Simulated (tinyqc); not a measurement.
Berg model of reactive sputtering of a nitride or oxide: poisoning, hysteresis and pumping speed. Changing the target area A_t. Computed by tinyqc, a small Python program. Command: `OMP_NUM_THREADS=1 python tinyqc.py 3028823 3028824 out.jsonl berg sweep`. One thread of a shared host (Intel(R) Xeon(R) Processor @ 2.30GHz), about 0.03 s of CPU time with the checks.

A diatomic gas reacts with bare metal on the target and on the collecting surfaces; ions remove metal and compound from the target. theta_t and theta_c are the compound fractions.

Inputs (values chosen for the exercise, close to those used for aluminium nitride):

| quantity | value | unit |
|---|---|---|
| ion current density J | 8.6 | mA/cm^2 |
| collecting area A_c | 4300 | cm^2 |
| metal yield Y_m | 0.81 | - |
| compound yield Y_c | 0.18 | - |
| sticking coefficient alpha | 0.29 | - |
| reactive atoms per metal atom z | 1 | - |
| gas mass M | 28 | u |
| pumping speed S | 800 | l/s |
| gas temperature T | 300 | K |
| reactive partial pressure P | 0.011 | Pa |

Constants: e = 1.602176634e-19 C; u = 1.6605390666e-27 kg; k_B = 1.380649e-23 J/K.

Method. Ion flux j = J/e; gas flux F = P/sqrt(2 pi M k_B T). Target: (2/z) alpha F (1 - theta_t) = j Y_c theta_t. Sputtered flows F_c = j Y_c theta_t A_t, F_m = j Y_m (1 - theta_t) A_t. Collector: (2/z) alpha F (1 - theta_c) A_c + F_c (1 - theta_c) = F_m theta_c. Gas use Q = alpha F [(1 - theta_t) A_t + (1 - theta_c) A_c] + P S/(k_B T); 1 sccm = 4.4780e17 molecules/s. Rate R = F_m + F_c, given relative to j Y_m A_t. P is a single-valued function of the flow Q only if dQ/dP > 0 everywhere: S must exceed k_B T times the steepest fall of the surface terms with P.

One run for each value:

| target area A_t (cm^2) | critical pumping speed (l/s) | theta_c | total flow Q (sccm) |
|---|---|---|---|
| 5.0 | 33.12 | 0.99905 | 4.864 |
| 9.9 | 55.95 | 0.99812 | 4.980 |
| 20.0 | 92.03 | 0.99622 | 5.219 |
| 39.0 | 140.82 | 0.99266 | 5.667 |
| 77.0 | 205.55 | 0.98565 | 6.552 |
| 150.0 | 280.28 | 0.97258 | 8.219 |
| 300.0 | 361.07 | 0.94722 | 11.512 |
| 600.0 | 431.97 | 0.90181 | 17.631 |

Over the rows, critical pumping speed (l/s) rises from 33.1 to 432 (exponent d ln y / d ln x 0.77 between the first rows and 0.26 between the last); theta_c falls from 0.999 to 0.902 (exponent d ln y / d ln x -0.0014 between the first rows and -0.071 between the last); total flow Q (sccm) rises from 4.86 to 17.6 (exponent d ln y / d ln x 0.035 between the first rows and 0.61 between the last). A smaller eroded area lowers the critical pumping speed, one known way to remove the hysteresis.
